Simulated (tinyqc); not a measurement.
Worked calculation: Landau-Devonshire theory of a uniaxial ferroelectric. Computed by tinyqc, a small Python program that keeps every step. Command: `OMP_NUM_THREADS=1 python tinyqc.py 3025658 3025659 out.jsonl ferro walk`. One thread of a shared host (Intel(R) Xeon(R) Processor @ 2.30GHz), about 0.01 s of CPU time with the checks. Intermediate numbers are printed to about 6 digits and carried at full precision; extremes and crossings named in words are read from the listed rows.

G(P) = (alpha/2) P^2 + (beta*/4) P^4 + (gamma/6) P^6 - E P per volume, SI units, one domain, P along the polar axis, which is normal to the film.

Inputs (values chosen for the exercise, modelled on barium titanate):

| quantity | value | unit |
|---|---|---|
| alpha_0 | 654000 | J m/(C^2 K) |
| Curie-Weiss temperature T0 | 381 | K |
| beta | -8.18e+08 | J m^5/C^4 |
| gamma | 1.57e+10 | J m^9/C^6 |
| temperature T | 356 | K |
| misfit strain u_m | -0.0055 | - |
| electrostriction Q12 | -0.043 | m^4/C^2 |
| compliance s11 + s12 | 5.6e-12 | m^2/N |
| applied field E | 25 | MV/m |
| film thickness d | 10 | nm |
| screening length lambda | 0.0044 | nm |
| background permittivity eps_b | 7 | - |
| gradient coefficient g | 3.5e-10 | J m^3/C^2 |
| series capacitance C_d | 3.2 | microfarad/cm^2 |
| start of Newton steps P0/Ps | 1.3 | - |

Sample: epitaxial film.

Constants: eps_0 = 8.8541878128e-12 F/m.

## Coefficients at T

alpha = alpha_0 (T - T0*), with clamping: T0* = T0 + 4 Q12 u_m/(alpha_0 (s11 + s12)), beta* = beta + 4 Q12^2/(s11 + s12).

T0* = 639.301 K

alpha = -1.85279e+08 J m/C^2

beta* = 5.02714e+08 J m^5/C^4

Compression raises T0 by 258 K. beta* > 0: the transition is of second order, although the free crystal has a first-order one.

## Spontaneous polarisation, susceptibility, coercive field

Ps^2 = [-beta* + sqrt(beta*^2 - 4 alpha gamma)]/(2 gamma). chi = 1/(eps_0 G''), G'' = alpha + 3 beta* P^2 + 5 gamma P^4 at Ps. Ps, chi and the coercive field are for perfect screening, without a depolarising field. The intrinsic coercive field is |alpha P + beta* P^3 + gamma P^5| at the P_c where G'' = 0. 1 C/m^2 = 100 microcoulomb/cm^2.

spontaneous polarisation Ps = 30.6262 microcoulomb/cm^2

susceptibility chi = 174.613

well depth G(Ps) = -5.42427 MJ/m^3

P_c = 19.9792 microcoulomb/cm^2

intrinsic coercive field = 28.0101 MV/m

P_c/Ps = 0.652, above the 0.577 of a quartic well, as the sixth-order term matters. Real switching runs by domain nucleation at far lower fields.

## Polarisation in the field by Newton steps

Solve G'(P) = alpha P + beta* P^3 + gamma P^5 - E = 0 by P(new) = P - G'/G'' from P0; stop when the step is below 1e-11 C/m^2 (G' under 1e-6 MV/m is shown as 0).

Newton steps:

| step | P (microcoulomb/cm^2) | G' (MV/m) | G'' (MJ m/C^2) |
|---|---|---|---|
| 1 | 39.8141 | 9.00272e+01 | 2026.29 |
| 2 | 35.3712 | 1.86369e+01 | 1232.17 |
| 3 | 33.8586 | 1.64326e+00 | 1019.30 |
| 4 | 33.6974 | 1.70884e-02 | 998.15 |
| 5 | 33.6957 | 1.90963e-06 | 997.93 |
| 6 | 33.6957 | 0 | 997.93 |

P at the end of the steps = 33.6957 microcoulomb/cm^2

1/(eps_0 G'') there = 113.176

The linear estimate Ps + eps_0 chi E gives 34.491; the field lowers chi by 35.2 %.

## The 180-degree wall

With the term (g/2) (dP/dx)^2, (g/2) P'^2 = G(P) - G(Ps) across the wall: energy = int_(-Ps)^(Ps) sqrt(2 g [G(P) - G(Ps)]) dP (40 Gauss-Legendre points); width = 2 Ps over the slope at P = 0, sqrt(2 |G(Ps)|/g). Elastic coupling inside the wall is left out.

wall energy = 26.1254 mJ/m^2

wall width = 3.47914 nm

## A capacitor with imperfect screening

Between shorted electrodes with screening length lambda each, the depolarising field is -k P, k = 2 lambda/(eps_0 (d + 2 lambda eps_b)), so alpha turns into alpha + k. The polar state is the lowest uniform state while alpha + k < 0 (beta* > 0) or < 3 beta*^2/(16 gamma) (beta* < 0); setting the equality gives the critical thickness d_c.

depolarising coefficient k = 9.87795e+07 J m/C^2

polarisation of the film = 24.4792 microcoulomb/cm^2

size of the depolarising field = 24.1804 MV/m

critical thickness d_c = 5.30265 nm

The film keeps 80 % of Ps.

## Thickness series

Domains are left out, though they can pre-empt both the loss of P and the state at P = 0. The second and third columns are for the shorted capacitor, polar only where it is the lowest uniform state: alpha + k < 0 (beta* > 0) or < 3 beta*^2/(16 gamma) (beta* < 0). The last column is another circuit, the film in series with C_d at P = 0: 1/C = (alpha d)/(1 + alpha eps_0 eps_b) + 1/C_d, and P = 0 is locally stable while 1/C > 0; a dash marks the rest.

Against thickness:

| d (nm) | P (microcoulomb/cm^2) | depolarising field (MV/m) | C of the stack / C_d |
|---|---|---|---|
| 1 | 0.0000 | 0.0000 | 1.00603 |
| 2 | 0.0000 | 0.0000 | 1.01214 |
| 3 | 0.0000 | 0.0000 | 1.01832 |
| 5 | 0.0000 | 0.0000 | 1.03092 |
| 8 | 22.0987 | 27.2445 | 1.05040 |
| 15 | 26.9472 | 17.7819 | 1.09886 |
| 30 | 28.9393 | 9.5677 | 1.21941 |
| 60 | 29.8140 | 4.9335 | 1.56218 |
| 150 | 30.3082 | 2.0074 | 9.96695 |

The polar state appears between 5 and 8 nm (d_c = 5.30 nm), and at 150 nm P is 99.0 % of Ps. The stack exceeds C_d wherever it is stable, up to 9.97 times: the ferroelectric held at P = 0 acts as a negative capacitance.

Checks made by the program: Ps against a numerical root of G'(P)/P (relative difference below 1e-10).
